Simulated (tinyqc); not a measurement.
Inside a calculation: overlap of hydrogenic dopants: pairs, impurity band and the Mott density. Values are carried at full precision from step to step, so a last printed digit may differ when a step is redone from the rounded ones.

Ry* = Ry m/eps^2, aB = a0 eps/m. For 1s orbitals a distance rho = R/aB apart, in Ry*: overlap S = exp(-rho)(1 + rho + rho^2/3), J = (2/rho)(1 - (1 + rho) exp(-2 rho)) (attraction to the other ion), Kx = 2 (1 + rho) exp(-rho) (exchange of one electron). One electron on a pair has E = -1 - (J +/- Kx)/(1 +/- S), without the repulsion 2/rho of the ions. Hopping after orthogonalisation: t = (Kx - S J)/(1 - S^2), half the splitting. Dopants on a lattice with z neighbours, n = 1/R^3 (simple cubic), give a band of width B = 2 z t, as on any lattice of two interpenetrating sublattices. Valleys, central cells and disorder are left out.

Constants: Ry = 13.60569312 eV; a0 (Bohr radius) = 0.5291772105 angstrom; hbar = 6.58211957e-16 eV s.

Inputs chosen for the exercise (an isotropic mass and dielectric constant of the size used for donors in SiC; the results hold for these values, not for the real material): m = 0.39 m0 (mass); eps = 10.1 (dielectric constant); N = 0.025 1/aB^3 (dopant density); rho = 5.4 aB (distance of a pair); u = 0.945 Ry* (cost of a second electron on one dopant); z = 6 (neighbours in the dopant lattice).

## Scales

Form Ry*, aB, and the density N in 1/cm^3 (1/angstrom^3 = 1e24/cm^3).

Ry* = 52.017 meV
aB = 13.704 angstrom
density = 9.713e+18 1/cm^3

## A pair with one electron

Form S, J, Kx, the two levels, t, and the total energy of the lower state with the repulsion, relative to a distant pair (-1).

S, J, Kx: 0.07281  0.37032  0.05781

levels (Ry*): even -1.39908, odd -1.33705

t = 0.03101 Ry*
energy of the pair against a distant one (negative: bound) = -0.02871 Ry*

In this host the pair is 7.4 nm long and its splitting 2t is 3.23 meV.

## The pair with two electrons (two-site Hubbard model)

t is the hopping between the two dopants. Singlet at (u - sqrt(u^2 + 16 t^2))/2 below the triplet at 0; estimate 4 t^2/u; weight of double occupancy (1 - u/sqrt(u^2 + 16 t^2))/2; swap time pi hbar/Jx with Jx the splitting in eV. t and u are in units of Ry*.

singlet-triplet splitting (meV): exact 0.2109, 4 t^2/u 0.2118

double occupancy = 0.0043
swap time = 9.81 ps

The estimate is 0.4 % too high at 4t/u = 0.13.

## The impurity band at this density

Form R/aB, t, B = 2 z t and N^(1/3) aB. Two estimates of the gap between the Hubbard bands: u - B (rigid bands, closing at B = u) and the Hubbard-III rule, which closes at B = (2/sqrt3) u; give B/u.

R/aB = 3.4200
t = 0.14126 Ry*

B: in Ry* 1.695, in meV 88.172

N^(1/3) aB = 0.2924
B/u = 1.794

Both rules close the gap: a metal (at such spacings hopping beyond nearest neighbours, left out, counts too). Mott's screening rule, N^(1/3) aB = 0.26, puts this density on the metallic side.

## Checks

- Overlap S against numerical integration in elliptic coordinates: both 0.072807.

(tinyqc, `OMP_NUM_THREADS=1 python tinyqc.py 1452833 1452834 out.jsonl`, Intel(R) Xeon(R) Processor @ 2.30GHz, 1 thread, shared host, about 0.01 s.)
